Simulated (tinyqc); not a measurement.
Sweep of the shear strain: two-band k.p model of the Delta valleys near the X point under shear strain.

Valley pair on the [001] axis, kz counted from the X point, c = hbar^2/2m0, k0 = kx0 2 pi/a. H = (c kz^2/ml + c (kx^2 + ky^2)/mt + c k0^2/ml) 1 + (2 c k0 kz/ml) sigma_z + (D exy - 2 c kx ky/Mp) sigma_x, so E = c kz^2/ml + c (kx^2 + ky^2)/mt + c k0^2/ml -/+ sqrt((2 c k0 kz/ml)^2 + (D exy - 2 c kx ky/Mp)^2). Without strain the lower band has its minima, E = 0, at kz = +/- k0. Shifts from diagonal strain are left out.

For |eta| < 1: k_min = k0 sqrt(1 - eta^2), E_min = -Delta eta^2/2, ml(eta) = ml/(1 - eta^2), 1/m[110] = 1/mt + eta/Mp, 1/m[1-10] = 1/mt - eta/Mp. For |eta| > 1 the minimum sits at X: E_min = -Delta (2 |eta| - 1)/2, ml(eta) = ml/(1 - 1/|eta|), and eta is replaced by its sign in the transverse masses. Here Delta = 2 c k0^2/ml and eta = D exy/Delta.

Constants: hbar^2/2m0 = 3.80998211 eV angstrom^2.

Parameters, chosen for this exercise (near those of Si; the results hold for these values, not for the real material): a = 5.439 angstrom (lattice constant); ml = 0.918 m0 (longitudinal mass); mt = 0.204 m0 (transverse mass); kx0 = 0.149 2 pi/a (distance of the minimum from X); D = 12.9 eV (shear deformation potential); Mp = 0.239 m0 (coupling mass).

Delta = 2 c k0^2/ml, eta = D exy/Delta.

The minimum:

| exy | eta | k_min/k0 | E_min (meV) | ml(eta) | m[110] | m[1-10] | density-of-states mass |
|---|---|---|---|---|---|---|---|
| 0.0000 | 0.000 | 1.000 | 0.0 | 0.918 | 0.2040 | 0.2040 | 0.337 |
| 0.0019 | 0.100 | 0.995 | -1.2 | 0.927 | 0.1880 | 0.2230 | 0.339 |
| 0.0048 | 0.252 | 0.968 | -7.8 | 0.980 | 0.1679 | 0.2598 | 0.350 |
| 0.0095 | 0.498 | 0.867 | -30.5 | 1.221 | 0.1431 | 0.3550 | 0.396 |
| 0.0143 | 0.750 | 0.661 | -69.2 | 2.099 | 0.1244 | 0.5671 | 0.529 |
| 0.0172 | 0.902 | 0.431 | -100.1 | 4.936 | 0.1152 | 0.8873 | 0.796 |
| 0.0229 | 1.201 | 0.000 | -172.4 | 5.480 | 0.1101 | 1.3930 | 0.944 |
| 0.0305 | 1.600 | 0.000 | -270.5 | 2.448 | 0.1101 | 1.3930 | 0.721 |

The valleys reach X at eta = 1, that is exy = 0.0191. The shift is quadratic up to eta = 1 (-7.8 meV at eta = 0.25, -30.5 meV at 0.50) and linear beyond, while 1/m[110] rises linearly, taking m[110] from 0.204 to its floor 0.1101, a gain of 85 % in 1/m. ml(eta) diverges at eta = 1; the largest value listed is 5.48. A deformation-potential model with fixed masses misses all of this.

(tinyqc, `OMP_NUM_THREADS=1 python tinyqc.py 1050013 1050014 out.jsonl`, Intel(R) Xeon(R) Processor @ 2.30GHz, 1 thread, shared host, about 0.01 s.)
